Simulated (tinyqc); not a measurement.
Wafer bonding and layer transfer: bond energy, gap closing, particles, bonding of dissimilar wafers and hydrogen blisters. Inputs raised by 5 %, one at a time. Computed by tinyqc, a small Python program. Command: `OMP_NUM_THREADS=1 python tinyqc.py 3005527 3005528 out.jsonl bond sens`. One thread of a shared host (Intel(R) Xeon(R) Processor @ 2.30GHz), about 0.01 s of CPU time with the checks.

gamma is the energy per area of each of the two surfaces; plates are isotropic.

Inputs (values chosen for the exercise, for model wafers):
```
quantity                              value        unit
Young's modulus E1                      137         GPa
Young's modulus E2                      103         GPa
Poisson ratio nu                       0.22           -
thickness t1                            725  micrometre
thickness t2                            625  micrometre
blade thickness t_b                     150  micrometre
crack length L                         17.8          mm
radius of a shallow gap R              0.12          mm
half height of the gap h_g             0.76          nm
expansion mismatch alpha_2 - alpha_1   0.44      1e-6/K
heating dT                              175           K
```

Pair: two different wafers.

Method:
- Two cantilevers opened by t_b: gamma = 3 t_b^2 E1 t1^3 E2 t2^3/(16 L^4 (E1 t1^3 + E2 t2^3)).
- E' = E1/(1 - nu^2), equal wafers of thickness t1 assumed. A gap of radius R closes if h_g < h_c: h_c = R^2/sqrt((2/3) E' t1^3/gamma) for R > 2 t1 (plate bending), h_c = 3.6 sqrt(R gamma/E') for R < 2 t1 (local deformation).
- M = E/(1 - nu), misfit e = (alpha_2 - alpha_1) dT. Curvature k = 6 M1 M2 t1 t2 (t1 + t2) e/[M1^2 t1^4 + M2^2 t2^4 + 2 M1 M2 t1 t2 (2 t1^2 + 3 t1 t2 + 2 t2^2)]; force per width F = k (M1 t1^3 + M2 t2^3)/(6 (t1 + t2)); at the interface s1 = F/t1 + M1 k t1/2, s2 = -F/t2 - M2 k t2/2; stored biaxial energy U = F^2 [1/(M1 t1) + 1/(M2 t2)] + k^2 (M1 t1^3 + M2 t2^3)/12; the pair can part when U > 2 gamma.

Runs; columns: (1) input moved; (2) from; (3) to; (4) bond energy gamma (J/m^2); (5) closable height h_c (nm); (6) stored energy U (J/m^2); (7) largest dT for this gamma (K):
```
(1)                                             (2)     (3)      (4)     (5)       (6)     (7)
base run                                          -       -  0.71323  87.776  0.078947  743.88
Young's modulus E2 (GPa)                        103  108.15  0.73692  89.221  0.080511  748.75
thickness t1 (micrometre)                       725  761.25  0.74627  89.786  0.082190  745.75
thickness t2 (micrometre)                       625  656.25  0.78541  92.110  0.079806  776.40
blade thickness t_b (micrometre)                150   157.5  0.78634  92.165  0.078947  781.07
crack length L (mm)                            17.8   18.69  0.58678  79.615  0.078947  674.72
expansion mismatch alpha_2 - alpha_1 (1e-6/K)  0.44   0.462  0.71323  87.776  0.087039  708.45
heating dT (K)                                  175  183.75  0.71323  87.776  0.087039  743.88
```

Exponents ln(y'/y) / ln(x'/x):
```
input                                 bond energy gamma  closable height h_c  stored energy U  largest dT for this gamma
Young's modulus E2                                0.670                0.335            0.402                      0.134
thickness t1                                      0.928                0.464            0.825                      0.051
thickness t2                                      1.976                0.988            0.222                      0.877
blade thickness t_b                               2.000                1.000            0.000                      1.000
crack length L                                   -4.000               -2.000            0.000                     -2.000
expansion mismatch alpha_2 - alpha_1              0.000                0.000            2.000                     -1.000
heating dT                                        0.000                0.000            2.000                      0.000
```

To which inputs is each result most sensitive?

Among the inputs moved here: bond energy gamma answers most in size to crack length L (exponent -4.000), next to blade thickness t_b (+2.000); its exponent is below 0.0005 for expansion mismatch alpha_2 - alpha_1, heating dT. Its exponent +2.000 in blade thickness t_b: energy is quadratic in the opening. Its exponent -4.000 in crack length L: beam compliance goes as L^3. Closable height h_c answers most in size to crack length L (exponent -2.000), next to blade thickness t_b (+1.000); its exponent is below 0.0005 for expansion mismatch alpha_2 - alpha_1, heating dT. stored energy U answers most in size to heating dT (exponent +2.000), and about equally to expansion mismatch alpha_2 - alpha_1 (+2.000); its exponent is below 0.0005 for blade thickness t_b, crack length L. Its exponent +2.000 in heating dT: energy is quadratic in the misfit. Largest dT for this gamma answers most in size to crack length L (exponent -2.000), next to blade thickness t_b (+1.000); its exponent is below 0.0005 for heating dT.
